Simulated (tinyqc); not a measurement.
Worked calculation: binary melting diagram from solution models of liquid and solid. Computed by tinyqc, a small Python program that keeps every step. Command: `OMP_NUM_THREADS=1 python tinyqc.py 3013944 3013945 out.jsonl melt walk`. One thread of a shared host (Intel(R) Xeon(R) Processor @ 2.30GHz), about 0.01 s of CPU time with the checks. Intermediate numbers are printed to about 5 digits and carried at full precision; extremes and crossings named in words are read from the listed rows.

x is the fraction of B. In a phase with interaction L: mu_A = G_A + R T ln(1 - x) + L x^2, mu_B = G_B + R T ln x + L (1 - x)^2. Melting: G(liquid) - G(solid) = H (1 - T/T_m) for each pure component.

Inputs (values chosen for the exercise, modelled on Si-Ge): melting point T_A = 1687 K; melting point T_B = 1211 K; heat of melting H_A = 49.7 kJ/mol; heat of melting H_B = 36.8 kJ/mol; liquid interaction L_L = 6.7 kJ/mol; solid interaction L_S = 3.9 kJ/mol; position of T, (T - T_A)/(T_B - T_A) = 0.48; dilute content c0 of B = 0.02; growth number V delta/D = 0.16.

Diagram: complete solid solution (lens).

Constants: R = 8.314462618 J/(mol K).

## Temperature and melting free energies

T = T_A + u (T_B - T_A). The ideal solution has k_A = exp(dG_A/(R T)) = (1 - xs)/(1 - xl) and k_B = exp(dG_B/(R T)) = xs/xl, so xl = (1 - k_A)/(k_B - k_A).

T = 1458.52 K

dG_A = 6.7312 kJ/mol

dG_B = -7.5217 kJ/mol

ideal liquidus xl = 0.61620

ideal solidus xs = 0.33140

## Tie line by Newton steps

Equal potentials: F_A = dG_A + R T ln[(1 - xl)/(1 - xs)] + L_L xl^2 - L_S xs^2 = 0, F_B = dG_B + R T ln(xl/xs) + L_L (1 - xl)^2 - L_S (1 - xs)^2 = 0. Newton steps from the ideal values with the exact Jacobian, halved if x would leave (0, 1); stop below 1e-12, residuals under 1e-7 shown as 0.

Iteration:
```
step       xl       xs  F_A (kJ/mol)  F_B (kJ/mol)
1     0.61620  0.33140    2.1157e+00   -7.5648e-01
2     0.72409  0.35727   -5.0875e-01   -5.6159e-02
3     0.70409  0.34631   -2.6451e-02    3.3284e-03
4     0.70308  0.34597   -6.2077e-05   -3.8154e-07
5     0.70308  0.34597             0             0
6     0.70308  0.34597             0             0
```

liquidus xl = 0.70308

solidus xs = 0.34597

The interactions move the liquidus by +0.0869 and the solidus by +0.0146; the lens is 1.25 times as wide as the ideal one here.

## Dilute B in A: partition coefficient and slope

At T_A, k0 = exp[(dG_B(T_A) + L_L - L_S)/(R T_A)]; van 't Hoff: m_L = -R T_A^2 (1 - k0)/H_A per unit fraction. Burton-Prim-Slichter: k_eff = k0/[k0 + (1 - k0) exp(-V delta/D)]. Freezing range of c0: |m_L| c0 |1 - k0|/k0.

partition coefficient k0 = 0.43534

liquidus slope m_L = -268.84 K

effective coefficient k_eff = 0.47500

freezing range = 6.9739 K

k0 < 1: the solid rejects B and B lowers the melting point. Faster growth moves k_eff towards 1.

## Solute along a frozen bar

For the solid at frozen fraction f, relative to c0. Lever rule: k0/[1 - (1 - k0) f]. Scheil (no diffusion in the solid, mixed liquid): k (1 - f)^(k - 1), with k0 and with k_eff. One zone pass with a zone a tenth of the bar long: 1 - (1 - k0) exp(-10 k0 f).

Ratio c_s/c0:
```
f    lever rule  Scheil, k0  Scheil, k_eff  one zone pass
0.0     0.43534      0.4353         0.4750        0.43534
0.1     0.46140      0.4620         0.5020        0.63464
0.3     0.52413      0.5325         0.5728        0.84704
0.5     0.60660      0.6439         0.6835        0.93596
0.7     0.71988      0.8592         0.8937        0.97319
0.8     0.79402      1.0802         1.1057        0.98265
0.9     0.88519      1.5977         1.5911        0.98878
```

All but the k_eff column start at k0 = 0.435. At f = 0.9 Scheil gives 1.60 against 0.885 for the lever rule, since the solid keeps what it took and the last liquid is richer in B. Scheil passes c0 at f = 0.771. Last over first value: 3.67 with k0 and 3.35 with k_eff, so faster growth gives the more even bar.

## The lens

The formulas are those given above.

Liquidus and solidus:
```
T (K)       xl       xs  ideal xl  ideal xs
1663   0.08908  0.03798   0.07691   0.02848
1592   0.34249  0.14318   0.28768   0.11996
1520   0.56039  0.24805   0.47582   0.22634
1449   0.72176  0.36244   0.63628   0.34909
1378   0.83724  0.50179   0.77226   0.49590
1306   0.92121  0.68387   0.88583   0.67903
1235   0.98256  0.91273   0.97485   0.90801
```

The lens is widest among these rows at 1449 K (0.359 in x, ideal 0.287). L_L - L_S = +2.8 kJ/mol, relative to the mixed solid, penalises the mixed liquid, and the liquidus lies above the ideal one in every row.

Checks made by the program: tie line against the common tangent on 20001 points (relative difference 3e-05); k0 and m_L against a tie line 0.01 K from T_A (relative difference 1e-05).
